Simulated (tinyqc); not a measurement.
# One level coupled to a phonon between two leads, self-consistent Born approximation: what changes with what

Wide-band leads with mu_L = +V/2 and mu_R = -V/2; phonons in equilibrium, Nq = 1/(exp(w0/kB T) - 1). Scattering links only energies that differ by w0, so a ladder E_k = E1 + k w0 closes on itself; terms that reach past its ends are dropped. Gn and Gp are the electron and hole parts of the spectral function A = Gn + Gp.

Values chosen for this exercise: temperature of leads and phonons T = 300 K; phonon energy w0 = 36 meV; level ed = 17 meV; coupling to the left lead GL = 5.8 meV; coupling to the right lead GR = 4.8 meV; electron-phonon matrix element M = 10 meV; bias V = 49 mV.

Constants: q = 1.602176634e-19 C, kB = 1.380649e-23 J/K, h = 6.62607015e-34 J s, Vt = kB T/q. Results are converted to the units shown.

Each table varies one quantity; the others keep the values above.

## Effect of the level position

|G|^2 = 1/[(E - ed)^2 + (GL + GR + Sin + Sout)^2/4], Gn = |G|^2 (GL fL + GR fR + Sin), Gp = |G|^2 (GL (1 - fL) + GR (1 - fR) + Sout), f = 1/(1 + exp((E - mu)/kB T)). Sin(E) = M^2 [(Nq + 1) Gn(E + w0) + Nq Gn(E - w0)], Sout(E) = M^2 [(Nq + 1) Gp(E - w0) + Nq Gp(E + w0)]. Spectral currents into the level: iL = GL [fL Gp - (1 - fL) Gn], iR = GR [fR Gp - (1 - fR) Gn]. Here E - ed is replaced by E - ed - R(E), with the real part R(E) = (1/2 pi) P int [Sin + Sout](y) dy/(E - y). The total for one spin is I = (q/h) times the integral of iL over all E (all ladders, each long enough that its ends do not matter); the power given to phonons is (1/h) times the integral of E (iL + iR).

Effect of the level position:
```
ed (meV)   I (uA)  I without phonons (uA)  ratio of the two  power to phonons (nW)  share of I V (%)
0          0.2471                  0.2558            0.9659                 0.3429             2.832
14         0.2356                  0.2428            0.9704                 0.3214             2.784
29         0.2021                  0.2053            0.9844                 0.2590             2.615
43         0.1606                  0.1600             1.003                 0.1835             2.333
57         0.1187                  0.1159             1.024                 0.1131             1.945
72        0.08075                 0.07738             1.044                0.05842             1.476
86        0.05417                 0.05121             1.058                0.02817             1.061
100       0.03554                 0.03331             1.067                0.01251            0.7185
114       0.02311                 0.02157             1.071               0.005264            0.4649
```

I falls from 0.247 to 0.0231 uA as the level leaves the window |E| < 24.5 meV; the ratio to the current without phonons rises from 0.966 to 1.07. The power to phonons falls from 0.343 to 0.00526 nW.

## Effect of the coupling

Same model as above.

The same in every row: I without phonons (uA) = 0.2369.

Effect of the coupling:
```
M (meV)  I (uA)  ratio of the two  power to phonons (nW)  share of I V (%)
1.8      0.2367            0.9991                0.01277            0.1101
5.1      0.2352            0.9927                0.09600            0.8331
8.4      0.2323            0.9804                 0.2336             2.053
11.7     0.2281            0.9628                 0.3991             3.571
15       0.2228            0.9405                 0.5768             5.283
18.3     0.2166            0.9144                 0.7612             7.172
21.6     0.2097            0.8853                 0.9515             9.259
```

What does the table show?

The ratio to the current without phonons falls from 0.999 to 0.885, and the power to phonons rises from 0.0128 to 0.952 nW, as M^(1.94) between the first two rows (lowest order gives 2). Phonons lower the current here: the level lies inside the bias window, and broadening, sidebands and the shift R move weight out of it.

Range of the model: The self-consistent Born approximation keeps only non-crossing phonon lines and no Hartree shift; it is rough once the coupling nears the phonon energy.

Computed by the program tinyqc: `OMP_NUM_THREADS=1 python tinyqc.py 2720023 2720024 out.jsonl`, one thread of a shared Intel Xeon 2.30GHz, about 0.1 s for the whole run.
